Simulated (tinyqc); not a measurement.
p-n diode with diffusion and depletion-layer recombination: two steps of the calculation.

Abrupt junction in the depletion approximation, low injection, full ionisation, neutral widths fixed, ohmic contact on the p side. Vj is the junction voltage; where a series resistance Rs is given, V = Vj + J Rs is the terminal voltage.

Values chosen for this exercise; band and dielectric values close to those of silicon:
- T = 300 K (temperature)
- Eg = 1.1 eV (band gap)
- eps_r = 11.6 (relative permittivity)
- Nc = 2.83e19 cm^-3 (conduction-band density of states at T)
- Nv = 2.64e19 cm^-3 (valence-band density of states at T)
- Na = 1.2e18 cm^-3 (acceptor density)
- Nd = 5.3e17 cm^-3 (donor density)
- tn = 4e-9 s (electron lifetime)
- tp = 1e-9 s (hole lifetime)
- Rs = 0.0001 ohm cm^2 (series resistance)
- Et = 0 eV (trap level above the intrinsic level)
- Vj = 0.42 V (junction voltage at which recombination is evaluated)
- V = 1.15 V (terminal voltage)

Constants: q = 1.602176634e-19 C, kB = 1.380649e-23 J/K, Vt = kB T/q, eps0 = 8.8541878128e-14 F/cm where lengths are in cm. Results are converted to the units shown.

Question 1. Recombination in the depleted layer. ni = sqrt(Nc Nv) exp(-Eg/(2 Vt)), Eg in volts. Vbi = Vt ln(Na Nd/ni^2), W = sqrt(2 eps0 eps_r (Vbi - Vj)(1/Na + 1/Nd)/q), xp = W Nd/(Na + Nd), xn = W Na/(Na + Nd); u(x) = q Na (x + xp)^2/(2 eps0 eps_r) for x < 0 and Vbi - Vj - q Nd (xn - x)^2/(2 eps0 eps_r) for x > 0; p = Na exp(-u/Vt), n = Nd exp((u - Vbi + Vj)/Vt); U = ni^2 (exp(Vj/Vt) - 1)/(tp (n + ni exp(Et/Vt)) + tn (p + ni exp(-Et/Vt))); J_scr = q times the integral of U from -xp to xn. Trapezoid rule on 13 equal steps.

Find: W; x; u; n; p; U; J_scr.

Answer 1.

W = 41.644 nm

```
point   x (nm)    u (V)  n (cm^-3)  p (cm^-3)  U (cm^-3 s^-1)
0      -12.758  0.00000   2.3481e9  1.2000e18       5.8702e17
1       -9.555  0.00960   3.4045e9  8.2763e17       8.5113e17
2       -6.351  0.03842  1.0377e10  2.7152e17       2.5944e18
3       -3.148  0.08644  6.6499e10  4.2372e16       1.6625e19
4        0.056  0.15366  8.9570e11  3.1458e15       2.2391e20
5        3.259  0.22578  1.4574e13  1.9333e14       3.5759e21
6        6.462  0.28941  1.7081e14  1.6496e13       1.1895e22
7        9.666  0.34455  1.4418e15  1.9543e12       1.9437e21
8       12.869  0.39121  8.7651e15  3.2147e11       3.2142e20
9       16.072  0.42939  3.8380e16  7.3416e10       7.3415e19
10      19.276  0.45908  1.2104e17  2.3279e10       2.3279e19
11      22.479  0.48029  2.7494e17  1.0248e10       1.0248e19
12      25.682  0.49302  4.4980e17   6.2644e9       6.2644e18
13      28.886  0.49726  5.3000e17   5.3164e9       5.3164e18
```

J_scr = 9.2878e-4 A/cm^2

Question 2. New Vj. Diffusion current alone: J = J0 (exp(Vj/Vt) - 1), g = Vj + J Rs - V, g' = 1 + Rs J0 exp(Vj/Vt)/Vt, Vj(new) = Vj - g/g'.

Vj after iteration 1 = 1.1499276 V
J0 = J0n + J0p = 6.8203680e-12 A/cm^2

Wanted: J; g; g'; Vj after iteration 2.

Answer 2.

J = 1.418e8 A/cm^2
g = 1.418e4 V
g' = 5.486e5
Vj after iteration 2 = 1.124 V

tinyqc, about 0.01 s, one thread, Intel Xeon 2.30GHz (shared host): `OMP_NUM_THREADS=1 python tinyqc.py 2260120 2260121 out.jsonl`
